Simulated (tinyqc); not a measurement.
# Permittivity of the insulator from five potentials

Inverse problem. A node lies on a semiconductor-insulator interface. Steps: hs = tb/2 down into the semiconductor, ho = tox/1 up into the insulator, hy = L/5 sideways. The flux balance of its box reads eox (hy/ho)(above - node) + eps_r (hy/hs)(below - node) + [(eps_r hs + eox ho)/(2 hy)](left + right - 2 node) - q Na (hs/2) hy/eps0 = 0. Find eox.

Values chosen for this exercise; semiconductor permittivity close to that of silicon:
```
symbol   value   unit                                     meaning
eps_r     11.7         relative permittivity of the semiconductor
tb           3     nm                     half the body thickness
tox        3.2     nm                         insulator thickness
L           21     nm                              channel length
Na      1.2e18  cm^-3       acceptor density of the depleted body
```

Constants: q = 1.602176634e-19 C, eps0 = 8.8541878128e-14 F/cm where lengths are in cm. Results are converted to the units shown.

psi (V): node 0.26587975, above 0.07, below 0.29423653, left 0.53, right 0.21759656

Solution. The balance is linear in eox.

eox = 7.50

Numbers from tinyqc (`OMP_NUM_THREADS=1 python tinyqc.py 2480001 2480002 out.jsonl`; about 0.09 s on one thread of a shared Intel Xeon 2.30GHz).
